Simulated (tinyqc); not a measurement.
Thermal resistances of a two-die stack.

Question. Heat leaves through the lower die only, and the system is linear. Find the resistance R1 from the lower die to the coolant, R2 between the dies, and the rise of the upper die when both are powered.

Parameters, values chosen for the exercise:
```
symbol  value  unit                 meaning
P1         12     W  power of the lower die
P2        7.6     W  power of the upper die
```

rises of the lower and upper die with only the lower one powered (K): 9.6  9.6
rises of the lower and upper die with only the upper one powered (K): 6.08  6.84

Solution. With only the lower die powered no heat crosses R2, so both dies rise by P1 R1; the difference in the second test is P2 R2; rises add.

R1 = 0.8000 K/W
R2 = 0.1000 K/W
rise of the upper die = 16.44 K

Numbers from tinyqc (`OMP_NUM_THREADS=1 python tinyqc.py 2162163 2162164 out.jsonl`; about 0.03 s on one thread of a shared Intel Xeon 2.30GHz).
